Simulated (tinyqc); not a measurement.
# Abrupt p-n junction, non-linear Poisson equation by Newton steps: capacitance and field against bias

One dimension, p side on the left, n side on the right; net doping C = -Na for x < 0 and +Nd for x > 0. The potential psi is counted from the intrinsic level, and the quasi-Fermi potentials are flat: 0 for holes and -V for electrons, so n = ni exp((psi + V)/Vt) and p = ni exp(-psi/Vt) (Boltzmann statistics, full ionisation, no current).

The Poisson equation d/dx(eps0 eps_r dpsi/dx) = -q (p - n + C) is solved on a mesh of more than 1000 nodes that ends in neutral material (psi_p = -Vt ln(Na/ni), psi_n = Vt ln(Nd/ni) - V). C_j = q d/dV of the integral of p over x, from the linearised equation. ni = sqrt(Nc Nv) exp(-Eg/(2 Vt)), Eg in volts. Depletion approximation: Vbi = Vt ln(Na Nd/ni^2), W = sqrt(2 eps0 eps_r (Vbi - V)(1/Na + 1/Nd)/q), xp = W Nd/(Na + Nd), xn = W Na/(Na + Nd), peak field 2 (Vbi - V)/W, capacitance eps0 eps_r/W. The last column applies it to an abrupt Na-Nd junction.

Parameters, values chosen for the exercise; band and dielectric values close to those of silicon:
```
symbol    value   unit                                 meaning
T           350      K                             temperature
Eg         1.12     eV                                band gap
eps_r      11.9                          relative permittivity
Nc      3.49e19  cm^-3  conduction-band density of states at T
Nv      3.36e19  cm^-3     valence-band density of states at T
Na       6.8e16  cm^-3          acceptor density of the p side
Nd       4.6e16  cm^-3             donor density of the n side
```

Constants: q = 1.602176634e-19 C, kB = 1.380649e-23 J/K, Vt = kB T/q, eps0 = 8.8541878128e-14 F/cm where lengths are in cm. Results are converted to the units shown.

Capacitance and field against bias:

| V (V) | peak \|E\| (kV/cm) | C_j (nF/cm^2) | 1/C_j^2 (cm^4/uF^2) | eps0 eps_r/C_j (nm) | abrupt depletion C (nF/cm^2) |
|---|---|---|---|---|---|
| 0.11 | 68.52 | 64.16 | 242.9 | 164.2 | 60.98 |
| -0.65 | 105.1 | 41.85 | 571.1 | 251.8 | 40.92 |
| -1.42 | 132.1 | 33.27 | 903.5 | 316.7 | 32.80 |
| -2.18 | 154.3 | 28.49 | 1232 | 369.8 | 28.20 |
| -2.95 | 173.9 | 25.28 | 1564 | 416.7 | 25.08 |
| -3.71 | 191.2 | 22.99 | 1892 | 458.3 | 22.83 |
| -4.47 | 207.2 | 21.22 | 2220 | 496.5 | 21.10 |
| -5.24 | 222.1 | 19.79 | 2553 | 532.4 | 19.69 |
| -6 | 236.0 | 18.63 | 2881 | 565.6 | 18.55 |

With V going from 0.11 to -6 V, C_j falls from 64.2 to 18.6 nF/cm^2 and the peak field rises from 68.5 to 236 kV/cm. The slope of 1/C_j^2, read as N = 2/(q eps0 eps_r |slope|), gives 2.74e16 cm^-3 between the first two rows and 2.74e16 cm^-3 between the last two, against Na Nd/(Na + Nd) = 2.74e16 cm^-3; the slopes of all rows agree within 0.01 %, as for uniform doping at both edges. At the end C_j goes as (Vbi - V)^(-0.50) with Vbi = 0.733 V, and it is 0.45 % above the abrupt depletion formula (at the first row 5.2 % above it).

Numbers from tinyqc (`OMP_NUM_THREADS=1 python tinyqc.py 2000127 2000128 out.jsonl`; about 0.02 s on one thread of a shared Intel Xeon 2.30GHz).
